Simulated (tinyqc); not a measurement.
Inside a calculation. Model: resonant-tunnelling diode, transfer matrices and Tsu-Esaki current.

Program tinyqc, `OMP_NUM_THREADS=1 python tinyqc.py 2600116 2600117 out.jsonl`; Intel Xeon 2.30GHz, shared host, one thread, about 0.3 s. Printed values are rounded.

Emitter (band edge 0), barrier d1, well Lw, barrier d2, collector (edge -V). The bias drops linearly over these layers and none in the contacts; each layer is cut into ns equal slices, flat at the value of their centres. E is the energy of motion across the layers, C = hbar^2/(2 m0), psi and psi'/m are continuous. Transport is coherent, T(E) is taken as independent of the transverse momentum, and charge in the well is ignored.

Inputs (values chosen for the exercise); masses and offsets of a made-up heterostructure:
```
symbol    value  unit                                               meaning
T            77     K                                           temperature
mw        0.043    m0                 mass in the well, spacer and contacts
U1         0.25    eV                                        barrier height
m1        0.084    m0                                          barrier mass
d1          3.9    nm                                       emitter barrier
Lw          8.7    nm                                            well width
d2          3.9    nm                                     collector barrier
ns            3                                        slices in each layer
Ef        0.026    eV  Fermi energy of both contacts above their band edges
V         0.024     V                                 bias of the collector
E       0.03423    eV                                          trial energy
```

Constants: q = 1.602176634e-19 C, kB = 1.380649e-23 J/K, hbar = 1.054571817e-34 J s, m0 = 9.1093837015e-31 kg, Vt = kB T/q, hbar^2/(2 m0) = 0.0380998212 eV nm^2. Results are converted to the units shown.

## Slices under bias

U = edge of the layer - V x/Lt at the centre x of each slice, Lt the summed thickness.

```
slice,U (eV),m (m0),width (nm)
0,0.249055,0.084,1.3
1,0.247164,0.084,1.3
2,0.245273,0.084,1.3
3,-0.007782,0.043,2.9
4,-0.012000,0.043,2.9
5,-0.016218,0.043,2.9
6,0.230727,0.084,1.3
7,0.228836,0.084,1.3
8,0.226945,0.084,1.3
```

## Running product of the slice matrices at the trial energy

For the pair (psi, psi'/m) a flat layer has M = [[cos kd, (m/k) sin kd], [-(k/m) sin kd, cos kd]] with k = sqrt(m (E - U)/C) above its edge U, and M = [[cosh Kd, (m/K) sinh Kd], [(K/m) sinh Kd, cosh Kd]] with K = sqrt(m (U - E)/C) below it. Later slices stand to the left. With M acting on (psi, psi'/m) and v = k/m in each lead, T(E) = 4 vL vR/[(vL vR M12 - M21)^2 + (vR M11 + vL M22)^2]. vL = sqrt(mw E/C)/mw, vR = sqrt(mw (E + V)/C)/mw.

Product after each layer:
```
,M11,M12 (nm),M21 (1/nm),M22
barrier d1,7.29618,0.882836,58.7372,7.24426
well,7.55119,0.937284,-62.5507,-7.63161
barrier d2,-2.23377,-0.168675,-26.7720,-2.46926
```

T(E) = 0.0993556

## Transmission at three energies near the peak

three energies (eV): [0.033292, 0.033422, 0.033552]

The same product at each energy.

T(E) at these energies: [0.738771, 0.941160, 0.785328]

## Breit-Wigner parameters from a parabola through 1/T(E)

Near a resonance 1/T(E) = (1/Tp) [1 + (2 (E - Er)/G)^2]. With y = 1/T(E) at E0 - h, E0, E0 + h: a = (y1 + y3 - 2 y2)/(2 h^2), b = (y3 - y1)/(2 h), Er = E0 - b/(2 a), 1/Tp = y2 - b^2/(4 a), G = 2 sqrt(1/(Tp a)), tau = hbar/G.

Er = 0.0334324 eV
Tp = 0.942583
G = 0.534580 meV
tau = 1231.27 fs

The true maximum of T(E) lies at 0.033432 eV with height 0.9424 and full width 0.5351 meV; the fitted G is 0.11 % below that width.

## Current from the resonance alone

J = J0 times the integral over E > 0 of T(E) N(E), N = ln[(1 + exp((Ef - E)/Vt))/(1 + exp((Ef - V - E)/Vt))], J0 = q^2 mw m0 kB T/(2 pi^2 hbar^3) (times 1e-4 for A/cm^2 per eV). For a sharp resonance J = J0 (pi G/2) Tp N(Er), with Er the peak energy, Tp the peak transmission and G the full width at half maximum (in eV). The three values given are estimates from a parabola through three points of 1/T(E).

J0 = 4.61736e6 A/(cm^2 eV)
N(Er) = 0.273622
J = 0.999996 kA/cm^2

The full integral over T(E) gives 0.9969 kA/cm^2; the value above is 0.31 % above it. With the exact position, height and width of the peak (Er = 0.033432 eV, Tp = 0.9424, G = 0.5351 meV) the formula is 0.40 % above it.
